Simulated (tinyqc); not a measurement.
Inputs raised by 5 %, one at a time: trap-assisted generation and recombination current of an abrupt junction. Computed by tinyqc, a small Python program. Command: `OMP_NUM_THREADS=1 python tinyqc.py 3003188 3003189 out.jsonl junctionleak sens`. One thread of a shared host (Intel(R) Xeon(R) Processor @ 2.30GHz), about 0.03 s of CPU time with the checks.

Depletion approximation, flat quasi-Fermi levels across the depleted layer, long neutral regions with minority lifetimes tau_n and tau_p, full ionisation and Boltzmann statistics. Voltages in exponents stand for e V.

Inputs (values chosen for the exercise, with bands and screening modelled on GaAs):
```
quantity                              value    unit
gap E_g                                1.44      eV
electron mass m_e                    0.0682     m_0
valleys M_c                               1       -
hole mass m_h                         0.537     m_0
dielectric constant eps                13.1       -
acceptor density N_A                6.8e+17   cm^-3
donor density N_D                   1.9e+17   cm^-3
capture time tau_n                  1.3e-08       s
capture time tau_p                  3.2e-05       s
trap level E_t - E_i                  0.027      eV
electron diffusion coefficient D_n       84  cm^2/s
hole diffusion coefficient D_p          6.4  cm^2/s
reverse bias V_r                        2.9       V
temperature T                           250       K
tunnelling mass m_t                    0.15     m_0
```

Field enhancement: Hurkx tunnelling factor.

Constants: k_B = 8.617333262e-05 eV/K; m_0 = 9.1093837015e-31 kg; k_B = 1.380649e-23 J/K; h = 6.62607015e-34 J s; e = 1.602176634e-19 C; eps_0 = 8.8541878128e-12 F/m; hbar = 1.054571817e-34 J s.

Method:
- N_c = 2 M_c (2 pi m_e k_B T/h^2)^(3/2) and N_v = 2 (2 pi m_h k_B T/h^2)^(3/2), masses in units of m_0.
- n_i = sqrt(N_c N_v) exp(-E_g/2 k_B T); V_bi = (k_B T/e) ln(N_A N_D/n_i^2); diffusion saturation current J_d0 = e n_i^2 [sqrt(D_n/tau_n)/N_A + sqrt(D_p/tau_p)/N_D].
- W = sqrt(2 eps eps_0 (V_bi - V)(1/N_A + 1/N_D)/e), x_p = W N_D/(N_A + N_D), x_n = W - x_p, peak field F_m = 2 (V_bi - V)/W; reverse bias means V = -V_r.
- Both capture times are divided by 1 + Gamma, Gamma = 2 sqrt(3 pi) (F/F_G) exp((F/F_G)^2), F_G = sqrt(24 m_t (k_B T)^3)/(e hbar) (the low-field Hurkx form), F being the local field, linear in x from 0 at the edges to F_m.
- Potential from the p edge: phi = (V_bi - V) x^2/(x_p W) on the p side and (V_bi - V)[1 - (W - x)^2/(x_n W)] on the n side; p = N_A exp(-phi/k_B T), n = n_i^2 exp(V/k_B T)/p; U = (n p - n_i^2)/[tau_p (n + n_i exp(dE/k_B T)) + tau_n (p + n_i exp(-dE/k_B T))], dE = E_t - E_i, n1 = n_i exp(dE/k_B T), p1 = n_i exp(-dE/k_B T); J_t = e int U dx by the trapezoid rule on 400 intervals on each side.
- Generation lifetime tau_g = tau_p exp(dE/k_B T) + tau_n exp(-dE/k_B T); textbook estimate e n_i W/tau_g; generation current J_g = -J_t; total = J_g + J_d0 (1 - exp(-V_r/k_B T)).

Runs:
```
input moved                      from         to  total reverse current (A/cm^2)  generation current (A/cm^2)  W (nm)  peak field F_m (V/cm)
base run                            -          -                       8.647e-15                    8.647e-15   204.2              4.188e+05
acceptor density N_A (cm^-3)  6.8e+17   7.14e+17                       8.904e-15                    8.904e-15   203.1              4.211e+05
capture time tau_n (s)        1.3e-08  1.365e-08                       8.646e-15                    8.646e-15   204.2              4.188e+05
capture time tau_p (s)        3.2e-05   3.36e-05                       8.237e-15                    8.237e-15   204.2              4.188e+05
reverse bias V_r (V)              2.9      3.045                       9.900e-15                    9.900e-15   207.6              4.259e+05
temperature T (K)                 250      262.5                       3.050e-14                    3.050e-14   204.0              4.185e+05
gap E_g (eV)                     1.44      1.512                       1.725e-15                    1.725e-15   205.9              4.223e+05
tunnelling mass m_t (m_0)        0.15     0.1575                       7.360e-15                    7.360e-15   204.2              4.188e+05
```

Exponents ln(y'/y) / ln(x'/x):
```
input                 total reverse current  generation current       W  peak field F_m
acceptor density N_A                  0.599               0.599  -0.105           0.110
capture time tau_n                   -0.004              -0.004   0.000           0.000
capture time tau_p                   -0.996              -0.996   0.000           0.000
reverse bias V_r                      2.773               2.773   0.342           0.342
temperature T                        25.833              25.833  -0.016          -0.016
gap E_g                             -33.036             -33.036   0.171           0.171
tunnelling mass m_t                  -3.304              -3.304   0.000           0.000
```

Among the inputs moved here: total reverse current answers most in size to gap E_g (exponent -33.036), next to temperature T (+25.833). Generation current answers most in size to gap E_g (exponent -33.036), next to temperature T (+25.833). Its exponent -0.004 in capture time tau_n: the tau_p term rules tau_g. Its exponent -0.996 in capture time tau_p: the tau_p term rules tau_g. W answers most in size to reverse bias V_r (exponent +0.342), next to gap E_g (+0.171); its exponent is below 0.0005 for capture time tau_n, capture time tau_p, tunnelling mass m_t. Peak field F_m answers most in size to reverse bias V_r (exponent +0.342), next to gap E_g (+0.171); its exponent is below 0.0005 for capture time tau_n, capture time tau_p, tunnelling mass m_t.

Caution (all rows): one side is doped near or above its effective density of states, so Boltzmann statistics understate V_bi. Caution (rows base run, acceptor density N_A, capture time tau_n, capture time tau_p, reverse bias V_r, gap E_g, tunnelling mass m_t): so small a current is far below what can be measured; surface leakage and other defects rule in real diodes.

Extremes, crossings and ranges named in words are read from the listed rows.
